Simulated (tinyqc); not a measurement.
Strain-driven roughening and islands of a mismatched epitaxial film: one step, computed by the program tinyqc. Command: `OMP_NUM_THREADS=1 python tinyqc.py 3007184 3007185 out.jsonl island walk`. One thread of a shared host (Intel(R) Xeon(R) Processor @ 2.30GHz), about 0.01 s of CPU time with the checks.

Film and substrate share isotropic elastic constants; the film is coherent and biaxially strained.

Task: Wetting layer. The surface energy depends on thickness as gamma + (gamma_s - gamma) exp(-h/delta). Its curvature adds W2 = (gamma_s - gamma) exp(-h/delta)/delta^2 to the restoring terms; the flat film is stable while W2 > (1 + nu)^2 w^2/gamma, which gives h_c = delta ln[(gamma_s - gamma) gamma/(delta^2 (1 + nu)^2 w^2)], or 0 if negative.

Inputs (values chosen for the exercise, modelled on Si(0.5)Ge(0.5) on Si):

| quantity | value | unit |
|---|---|---|
| Poisson ratio nu | 0.26 | - |
| surface energy gamma | 1.15 | J/m^2 |
| wetting energy gamma_s - gamma | 0.19 | J/m^2 |
| decay length of wetting delta | 0.27 | nm |

energy density w = 82.50562 MJ/m^3

Give: wetting-layer thickness h_c.

Result:

wetting-layer thickness h_c = 1.519 nm

Layer-by-layer growth up to h_c, then roughening: the Stranski-Krastanov mode.
